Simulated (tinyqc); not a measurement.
What an interlayer buys: scattering of inversion-layer electrons by surface optical phonons of the gate insulator (remote phonon scattering). Computed by tinyqc, a small Python program. Command: `OMP_NUM_THREADS=1 python tinyqc.py 3112620 3112621 out.jsonl sophonon walk`. One thread of a shared host (Intel(R) Xeon(R) Processor @ 2.30GHz), about 0.01 s of CPU time with the checks.

One subband with the Fang-Howard envelope; insulator and channel are half-spaces, the gate is far away, and an interlayer only moves the polar surface away by t (its own modes and its permittivity contrast are left out).

Inputs (values chosen for the exercise, modelled on Al2O3 on silicon):
```
quantity                                   value        unit
static constant of the insulator eps_0s     12.6           -
intermediate constant eps_i                 7.17           -
optical constant eps_inf                    3.22           -
hbar omega_TO1                              49.1         meV
hbar omega_TO2                              72.4         meV
constant of the channel eps_s               11.7           -
in-plane mass m                            0.186         m_0
valleys g_v                                    2           -
sheet density n                          6.7e+12      1/cm^2
mean distance of the electrons z0 = 3/b      2.7          nm
interlayer thickness t                         1          nm
temperature T                                350           K
mobility from other processes                450  cm^2/(V s)
```

Screening by the channel electrons: none.

Constants: k_B = 8.617333262e-05 eV/K; hbar^2/(2 m_0) = 3.80998212 eV angstrom^2; e^2/(4 pi eps_0) = 14.39964548 eV angstrom; hbar = 6.582119569e-16 eV s; e = 1.602176634e-19 C; m_0 = 9.1093837015e-31 kg.

Method:
- eps(w) = eps_inf + (eps_0s - eps_i) w1^2/(w1^2 - w^2) + (eps_i - eps_inf) w2^2/(w2^2 - w^2). Surface modes solve eps(w) + eps_s = 0, a quadratic in w^2; the strength of a mode is g = 2/(w d eps/dw).
- Occupation N = 1/(exp(hbar w/(k_B T)) - 1).
- Density of states D = g_v m/(pi hbar^2); eta = E_F/(k_B T) = ln(exp(n/(D k_B T)) - 1); screening wave number q_s = e^2 D/(2 eps_0 eps_avg) x 1/(1 + exp(-eta)), eps_avg = (eps_s + eps_inf)/2; b = 3/z0.
- For a mode of strength g, without the occupation factor, Area x |M(q)|^2 = e^2 hbar w g/(2 eps_0 q) x (b/(b + q))^6 exp(-2 q t).
- Approximate momentum relaxation rate, taking tau v alike in the initial and final states: 1/tau = (m/(2 pi hbar^3)) sum over modes and over absorption (N, E' = E + hbar w) and emission (N + 1, E' = E - hbar w > 0) of [(1 - f(E'))/(1 - f(E))] int_0^(2 pi) Area |M(q)|^2 (1 - cos theta) d theta, q^2 = k^2 + k'^2 - 2 k k' cos theta, f the Fermi function; 48 midpoints in theta from 0 to pi.
- mu = (e/m) int tau E f (1 - f) dE/(k_B T int f dE), by 300 midpoints from 0 to (max(eta, 0) + 14) k_B T; Matthiessen sum with the other processes.

hbar omega_SO (meV): 1 54.3754, 2 83.4326

strengths g: 1 0.0070614, 2 0.0188104

occupations N: 1 0.197357, 2 0.067117

b = 1.11111 1/nm

q_s = 1.43343 1/nm

eta = 1.15586

Against the interlayer thickness:
```
t (nm)  remote-phonon mobility (cm^2/(V s))  total (cm^2/(V s))
0.0                              1.3939e+04              435.93
0.3                              2.1534e+04              440.79
0.6                              3.2403e+04              443.84
1.0                              5.3837e+04              446.27
1.5                              9.6483e+04              447.91
2.0                              1.6508e+05              448.78
3.0                              4.3610e+05              449.54
```

1 nm of interlayer raises the remote-phonon mobility by a factor 3.86, as exp(2 q t) with an effective q of 0.68 per nm; between 2 and 3 nm the effective q is 0.49. The total goes from 436 to 446 over the first nanometre.

Extremes, crossings and ranges named in words are read from the listed rows.
